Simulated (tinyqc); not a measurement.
Fully depleted semiconductor-on-insulator film with two gates, non-linear Poisson equation by Newton steps: two steps of the calculation.

One dimension across the film, front interface at x = 0, back interface at x = ts. psi is counted from the intrinsic level, n = ni exp(psi/Vt) (source grounded), holes neglected, acceptors ionised. Gates act through Cox = eps0 eox/tox and Cbox = 3.9 eps0/tb with potentials G1 = Vg - (phiM - chi - Vt ln(Nc/ni)) and G2 = Vb - (phiB - chi - Vt ln(Nc/ni)). Classical Boltzmann densities, no interface charge, no depletion in the back plane.

Parameters, values chosen for the exercise; band and dielectric values those of a made-up semiconductor:
```
symbol  value   unit                                                                 meaning
T         300      K                                                             temperature
eox       7.4         relative permittivity of the gate insulator (close to silicon nitride)
tox       3.8     nm                                                     insulator thickness
ts        5.3     nm                                                          film thickness
tb         11     nm                                      buried-oxide thickness (eps_r 3.9)
Na       1e15  cm^-3                                            acceptor density of the film
```

Constants: q = 1.602176634e-19 C, kB = 1.380649e-23 J/K, Vt = kB T/q, eps0 = 8.8541878128e-14 F/cm where lengths are in cm. Results are converted to the units shown.

Problem 1. Density, residual and Jacobian diagonal. Nodes 0 to 9, h = ts/9, box widths w = h (h/2 at both ends), a = eps0 eps_r/h. F_i = a (psi_(i+1) - 2 psi_i + psi_(i-1)) - q w_i (n_i + Na); F_0 = a (psi_1 - psi_0) + Cox (G1 - psi_0) - q w_0 (n_0 + Na); F_9 = a (psi_8 - psi_9) + Cbox (G2 - psi_9) - q w_9 (n_9 + Na). Diagonal b_i = -2 a - q w_i n_i/Vt, with -a - Cox and -a - Cbox in place of -2 a at the ends.

psi at the start, node 0 to 9 (V): 0.05  0.05  0.05  0.05  0.05  0.05  0.05  0.05  0.05  0.05
ni = 6.0064742e7 cm^-3
a = 18.794267 uF/cm^2
G1 = 1.1112979 V
G2 = -1.1487021 V

Wanted: n; residual F; diagonal b.

Solution 1.

```
node  n (cm^-3)  residual F (1e-6 C/cm^2)  diagonal b (F/cm^2)
0      4.1551e8                    1.8299           -2.0519e-5
1      4.1551e8                    0.0000           -3.7589e-5
2      4.1551e8                    0.0000           -3.7589e-5
3      4.1551e8                    0.0000           -3.7589e-5
4      4.1551e8                    0.0000           -3.7589e-5
5      4.1551e8                    0.0000           -3.7589e-5
6      4.1551e8                    0.0000           -3.7589e-5
7      4.1551e8                    0.0000           -3.7589e-5
8      4.1551e8                    0.0000           -3.7589e-5
9      4.1551e8                   -0.3763           -1.9108e-5
```

Problem 2. Newton step. Solve a d_(i-1) + b_i d_i + a d_(i+1) = -F_i for all nodes. Each component d is damped to sign(d) Vt ln(1 + |d|/Vt) before it is added.

a = 18.794267 uF/cm^2

```
node  diagonal b (F/cm^2)  residual F (C/cm^2)  psi at the start (V)
0           -2.0518503e-5         1.8299240e-6                  0.05
1           -3.7588533e-5       -9.4350441e-12                  0.05
2           -3.7588533e-5       -9.4350441e-12                  0.05
3           -3.7588533e-5       -9.4350441e-12                  0.05
4           -3.7588533e-5       -9.4350441e-12                  0.05
5           -3.7588533e-5       -9.4350441e-12                  0.05
6           -3.7588533e-5       -9.4350441e-12                  0.05
7           -3.7588533e-5       -9.4350441e-12                  0.05
8           -3.7588533e-5       -9.4350441e-12                  0.05
9           -1.9108188e-5        -3.7630271e-7                  0.05
```

Wanted: Newton step d, before damping; psi after iteration 1.

Solution 2.

```
node  Newton step d, before damping (V)  psi after iteration 1 (V)
0                                0.7524                     0.1380
1                                0.7241                     0.1371
2                                0.6958                     0.1361
3                                0.6674                     0.1350
4                                0.6391                     0.1340
5                                0.6108                     0.1328
6                                0.5824                     0.1316
7                                0.5541                     0.1304
8                                0.5258                     0.1291
9                                0.4974                     0.1278
```

Range of the model: In so thin a film or at such density quantum confinement moves the charge away from the interfaces and raises the threshold.

Program tinyqc, `OMP_NUM_THREADS=1 python tinyqc.py 2190056 2190057 out.jsonl`; Intel Xeon 2.30GHz, shared host, one thread, about 0.3 s.
